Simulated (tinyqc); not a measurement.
Worked calculation: Gamma, L and X subbands of a thin body with non-parabolic valleys. Values are carried at full precision from step to step, so a last printed digit may differ when a step is redone from the rounded ones.

Hard walls, flat band, c = hbar^2/2m0, energies from the bulk Gamma edge. For a valley at angle theta to the normal 1/m_z = cos^2/ml + sin^2/mt and m_d = sqrt(ml mt^2/m_z). Subband n starts at E_v + e with e (1 + a e) = c (n pi/t)^2/m_z, and its density-of-states mass is taken as m_d (1 + 2 a e), without further growth at higher in-plane energy. Groups are named by valley and degeneracy.

Constants: hbar^2/2m0 = 3.80998211 eV angstrom^2; kB = 8.617333262e-05 eV/K.

Values chosen for the exercise (near those of a thin GaAs channel; not measured data):
- face = 111 (surface)
- mG = 0.0659 m0 (Gamma mass)
- aG = 0.59 1/eV (Gamma non-parabolicity)
- EL = 0.323 eV (L edge above Gamma)
- mL = (1.94, 0.075) m0 (L valleys (four, along <111>): ml, mt)
- EX = 0.467 eV (X edge above Gamma)
- mX = (1.321, 0.231) m0 (X valleys (three, along <100>): ml, mt)
- aS = 0.53 1/eV (non-parabolicity of L and X)
- t = 82 angstrom (body thickness)
- Ns = 6.7 x 1e12/cm^2 (sheet density)
- T = 300 K (temperature)
- eot = 9 angstrom (equivalent oxide thickness)

## Valley groups

List degeneracy, edge, m_z, m_d and a.

Groups:
```
group,g,E_v (eV),m_z,m_d,a (1/eV)
G1,1,0.000,0.0659,0.0659,0.59
L1,1,0.323,1.9400,0.0750,0.53
L3,3,0.323,0.0840,0.3605,0.53
X3,3,0.467,0.3186,0.4703,0.53
```

## Subband edges

n = 1 to 8 for each group; list the ten lowest.

Subbands:
```
subband,g,E (eV),DOS mass
G1 n=1,1,0.0810,0.0722
G1 n=2,1,0.2899,0.0884
L1 n=1,1,0.3259,0.0752
L1 n=2,1,0.3345,0.0759
L1 n=3,1,0.3486,0.0770
L1 n=4,1,0.3680,0.0786
L3 n=1,3,0.3874,0.3851
L1 n=5,1,0.3925,0.0805
L1 n=6,1,0.4216,0.0828
L1 n=7,1,0.4550,0.0855
```

The lowest subband is G1 n=1, 209 meV below G1 n=2; in the bulk the lowest valley is Gamma.

## Filling and quantum capacitance

n_i = g m/(2 pi c) kB T ln(1 + exp((EF - E_i)/kB T)), sum n_i = Ns (1e12/cm^2 = 1e-4/angstrom^2), c = hbar^2/2m0. Quantum capacitance Cq = 1602.176634 sum g m/(2 pi c) f_i in microfarad/cm^2 with f_i = 1/(1 + exp((E_i - EF)/kB T)); Cox = 34.5313/eot (one gate); C/Cox = Cq/(Cq + Cox), the centroid term left out.

Over the ten listed subbands, named by valley (G, L, X), degeneracy and number.

EF = 0.2749 eV

n_i in the order of the list (1e12/cm^2): 5.849  0.425  0.106  0.078  0.047  0.023  0.160  0.009  0.003  0.001

Cq = 9.52 microfarad/cm^2
Cox = 3.837 microfarad/cm^2
C/Cox = 0.713

EF lies 194 meV above the lowest edge; Gamma holds 94 % of the electrons. The low density of states costs 29 % of the gate capacitance.

## Checks

- Cq against the slope dNs/dEF by finite differences, microfarad/cm^2: both 9.52.

Computed by tinyqc, a small Python program: `OMP_NUM_THREADS=1 python tinyqc.py 1250798 1250799 out.jsonl` (the numbers bound the seed that draws the inputs); one thread of a shared host (Intel(R) Xeon(R) Processor @ 2.30GHz), about 0.03 s for the whole set of steps.
